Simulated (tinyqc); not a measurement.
# Worked calculation: double-gate transistor, scale length and short-channel effects

Computed by the program tinyqc: `OMP_NUM_THREADS=1 python tinyqc.py 2420017 2420018 out.jsonl`, one thread of a shared Intel Xeon 2.30GHz, about 0.01 s for the whole run. Printed values are rounded.

A body of thickness ts between two insulators of thickness ti and two tied gates. Below threshold the potential that source and drain add obeys Laplace's equation and vanishes on the gate. Its lowest mode decays along the channel as exp(-k y); k is the smallest positive root of the matching condition at the interface, and the scale length is Lambda = pi/k.

Values chosen for this exercise; permittivities: semiconductor close to that of germanium, insulator close to that of hafnium oxide:
```
symbol,value,unit,meaning
T,300,K,temperature
eps_r,15.9,,relative permittivity of the semiconductor
ei,22.9,,relative permittivity of the insulator
ti,13,nm,insulator thickness
ts,6.9,nm,body thickness
L,52,nm,channel length
Vbi,1.02,V,potential of the source
sT,0.43,V,potential of the barrier top at threshold
VTL,0.46,V,long-channel threshold
m,1,,long-channel body factor
Vds,0.8,V,drain voltage
```

Constants: q = 1.602176634e-19 C, kB = 1.380649e-23 J/K, Vt = kB T/q. Results are converted to the units shown.

## Scan of the matching condition

k, point 0 to 7 (1/nm): 0.0175  0.035  0.0525  0.07  0.0875  0.105  0.1225  0.14

f(k) = ei cos(k ti) cos(k ts/2) - eps_r sin(k ti) sin(k ts/2).

f(k), point 0 to 7: 22.0529  19.5787  15.6731  10.6447  4.8897  -1.1399  -6.9732  -12.1582

The first change of sign lies between k = 0.0875 and 0.105 1/nm.

## Iteration 1: decay constant by Newton steps

k at the start = 0.0875 1/nm

f(k) = ei cos(k ti) cos(k ts/2) - eps_r sin(k ti) sin(k ts/2); f' by a central difference with +/- 1e-5 1/nm; k(new) = k - f/f'.

f = 4.88974
f' = -341.170 nm
k after iteration 1 = 0.101832 1/nm

## Iteration 2: decay constant by Newton steps

As before.

f = -0.0492845
f' = -345.013 nm
k after iteration 2 = 0.101689 1/nm

## Course of the iteration: decay constant by Newton steps

Stop when k changes by less than 1e-10 1/nm, or after 30 iterations.

Course of the iteration:
```
iteration  k (1/nm)  |change| (1/nm)
1          0.101832           0.0143
2          0.101689          1.43e-4
3          0.101689          1.07e-8
4          0.101689          < 1e-14
```

Converged in 4 iterations. The change falls from 0.014 in the first iteration to below the tolerance in the last.

## Scale length against simple estimates

k = 0.101689 1/nm

Lambda = pi/k and l = 1/k. A parabolic potential across the structure gives l(parabolic) = sqrt((eps_r/(2 ei)) ts ti (1 + ei ts/(4 eps_r ti))).

Lambda = 30.8940 nm
l = 9.83386 nm
l(parabolic) = 6.09029 nm

The parabolic estimate is 38 % below l.

## Threshold shift, barrier position and swing

Along the channel psi(y) = s + a exp(y/l) + b exp(-y/l) with psi(0) = Vbi, psi(L) = Vbi + Vds and l = 1/k = Lambda/pi; with A = Vbi - s, B = A + Vds, x = exp(-L/l): a = (B - A x) x/(1 - x^2), b = (A - B x)/(1 - x^2). The minimum is s + 2 sqrt(a b), at y = (l/2) ln(b/a). The long-channel potential follows the gate as s = sT + (Vg - VTL)/m, and the threshold VT is the gate voltage at which the minimum equals sT. Swing = m Vt ln 10/g at threshold, g = d(minimum)/ds = 1 - (b x + a)/((1 + x) sqrt(a b)).

s at threshold = 0.279078 V
a = 0.00776696 V
b = 0.733155 V
position of the minimum = 22.3596 nm
VT = 0.309078 V
swing = 70.1344 mV/decade

The threshold lies 151 mV below the long-channel value, and the barrier top sits at 0.43 L from the source.
